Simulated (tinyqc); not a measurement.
What moves the results: buckled dimers of a reconstructed (001) surface, two dangling bonds a dimer. A value that a table varies takes the place of the one given here.

In a dimer one atom moves up by z and the other down by z; the dangling bond of the up atom (more s-like) falls by gm z and that of the down atom rises by gm z. With all dimers tilted alike: H(k) = [[-gm z - 2 ta cos k, -tp - 2 tx cos k], [., gm z - 2 ta cos k]], k along the row in 1/a. Two electrons a dimer fill the lowest N of the 2N levels on the mesh k_j = (j + 1/2) pi/N. Total energy a dimer: W(z) = (2/N) sum of the filled levels + kf z^2. Repulsion between electrons is left out.

Inputs chosen for the exercise (of the size met on Si(001); the results hold for these values, not for the real material): tp = 0.31 eV (pi coupling inside a dimer); ta = 0.14 eV (coupling between like atoms along the row); tx = 0.02 eV (diagonal coupling along the row); gm = 2.26 eV/angstrom (shift of a dangling bond with height); kf = 7.9 eV/angstrom^2 (force constant of buckling); N = 16 (k points).

## Energy against buckling

W relative to z = 0; gap as lowest upper less highest lower level on 201 points from 0 to pi.

Per dimer (eV):
```
z (angstrom),band energy,elastic,W,gap
0.00,0.0000,0.0000,0.0000,0.0600
0.05,-0.0402,0.0198,-0.0204,0.1005
0.10,-0.1480,0.0790,-0.0690,0.2087
0.15,-0.2997,0.1777,-0.1219,0.3606
0.20,-0.4772,0.3160,-0.1612,0.5382
0.30,-0.8719,0.7110,-0.1609,0.9328
0.40,-1.2921,1.2640,-0.0281,1.3528
0.50,-1.7241,1.9750,0.2509,1.7848
0.60,-2.1625,2.8440,0.6815,2.2231
```

W is lowest at z = 0.2 among these rows (-0.1612 eV). The band energy falls as z^2 at first and linearly, as -2 gm z, once gm z is far above tp, so the elastic term always wins at large z. The gap is open at all z.

## Strong pi bonds keep dimers flat

tp is varied; z minimises W on 0 to 1 angstrom; gap on 201 points; charge moved: the mean of gm z/sqrt((gm z)^2 + h^2) over the mesh, h the off-diagonal element.

Against tp:
```
tp (eV),z (angstrom),gain (eV),gap (eV),charge moved (e)
0.10,0.2824,0.2833,0.7343,0.987
0.20,0.2718,0.2570,0.7344,0.950
0.30,0.2533,0.1867,0.7346,0.885
0.45,0.2056,0.0604,0.7349,0.719
0.60,0.1077,0.0035,0.7354,0.377
0.80,0.0000,0.0000,1.0400,0.000
1.00,0.0000,0.0000,1.4400,0.000
1.30,0.0000,0.0000,2.0400,0.000
1.60,0.0000,0.0000,2.6400,0.000
```

Dimers buckle for tp up to 0.6 eV among these rows; for an isolated dimer the limit is gm^2/kf = 0.647 eV. While buckled, the splitting, on average over k, stays near 2 gm^2/kf = 1.293 eV whatever tp is, and beyond the limit it follows 2 tp; the gap is smaller by the width of the bands, about 4 ta = 0.56 eV.

## Tilting alike or in alternation

Alternation doubles the cell: sites L1, R1, L2, R2 with levels -gm z, +gm z, +gm z, -gm z, -tp inside a dimer, -2 ta cos k between L1-L2 and R1-R2, -2 tx cos k between L1-R2 and R1-L2, on k_j = (j + 1/2) pi/(2N); the lowest half of the levels is filled. Energies a dimer; gaps on these meshes.

Two patterns:
```
z (angstrom),W alike (eV),W alternating (eV),difference (meV),gap alike (eV),gap alternating (eV)
0.05,-0.6404,-0.6644,-24.0,0.1032,0.2340
0.10,-0.6890,-0.7319,-42.9,0.2114,0.4560
0.15,-0.7419,-0.7910,-49.1,0.3633,0.6802
0.20,-0.7812,-0.8299,-48.7,0.5408,0.9047
0.30,-0.7809,-0.8233,-42.4,0.9355,1.3541
0.40,-0.6481,-0.6838,-35.7,1.3555,1.8036
0.50,-0.3691,-0.3994,-30.3,1.7875,2.2532
```

The lowest W listed is -0.7812 eV for like tilts and -0.8299 eV for alternation; the difference at equal z runs from -49.1 to -24.0 meV. With alternation ta joins filled up atoms to empty down atoms and gains energy in second order, about 2 ta^2/(gm z) a dimer at large z, while tx does so for like tilts; here ta = 0.14 and tx = 0.02 eV. At z = 0.3 the gap is 0.935 eV alike and 1.354 eV alternating.

## What each parameter does

z minimises W on 0 to 1 angstrom; gain over flat dimers; gap on 201 points from 0 to pi. Each row changes one parameter from the base and keeps the others.

Results:
```
case,z (angstrom),gain (eV),gap (eV)
base,0.2509,0.1761,0.7346
tp = 0.264 eV,0.2610,0.2227,0.7345
ta = 0.17 eV,0.2509,0.1652,0.6146
tx = 0.05 eV,0.2504,0.1811,0.7425
gm = 2.441 eV/angstrom,0.2816,0.2625,0.9497
kf = 7.11 eV/angstrom^2,0.2866,0.2331,0.8781
```

The largest shifts from the base row, up to three for each result and ties (the steps differ in size, so this ranks the rows, not the parameters). z (angstrom): kf +0.0357, gm +0.0306, tp +0.0100; unchanged at the printed digits by ta. gain (eV): gm +0.0864, kf +0.0569, tp +0.0466. gap (eV): gm +0.2151, kf +0.1435, ta -0.1200.

(tinyqc, `OMP_NUM_THREADS=1 python tinyqc.py 1481549 1481550 out.jsonl`, Intel(R) Xeon(R) Processor @ 2.30GHz, 1 thread, shared host, about 0.05 s.)
